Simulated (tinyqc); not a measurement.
Gated two-dimensional channel with two bands, quantum capacitance: one step of the calculation.

phi is the Fermi level above the lowest band edge, in volts; Vg is counted from the gate voltage at which an empty channel would have phi = 0. The channel has no thickness; trap charge is -q Dit phi.

Task. New phi. D1 = gv md m0 q/(pi hbar^2), D2 = g2 m2 m0 q/(pi hbar^2) per eV; n1 = D1 Vt ln(1 + exp(phi/Vt)), n2 = D2 Vt ln(1 + exp((phi - E2)/Vt)), n = n1 + n2; Cq = q dn/dphi = q [D1/(1 + exp(-phi/Vt)) + D2/(1 + exp((E2 - phi)/Vt))]. Newton: f = phi + q (n + Dit phi)/Cox - Vg, phi(new) = phi - f/(1 + (Cq + q Dit)/Cox).

Values chosen for this exercise; lowest band close to that of a thin germanium body:
```
symbol,value,unit,meaning
T,300,K,temperature
md,0.0855,m0,in-plane mass
gv,1,,valley degeneracy
m2,0.13,m0,"in-plane mass of a second band, chosen freely"
g2,6,,"valley degeneracy of that band, chosen freely"
E2,0.24,eV,second band edge above the first
Dit,1.5e12,cm^-2 eV^-1,density of traps
Vg,0.53,V,gate voltage
```

Constants: q = 1.602176634e-19 C, kB = 1.380649e-23 J/K, hbar = 1.054571817e-34 J s, m0 = 9.1093837015e-31 kg, Vt = kB T/q. Results are converted to the units shown.

phi after iteration 1 = 0.020766957 V
Cox = 0.34531332 uF/cm^2

Find: n1; n2; Cq; f; phi after iteration 2.

Result.

n1 = 1.083e12 cm^-2
n2 = 1.748e9 cm^-2
Cq = 3.963 uF/cm^2
f = 0.008713 V
phi after iteration 2 = 0.02011 V

Computed by the program tinyqc: `OMP_NUM_THREADS=1 python tinyqc.py 2200034 2200035 out.jsonl`, one thread of a shared Intel Xeon 2.30GHz, about 0.01 s for the whole run.
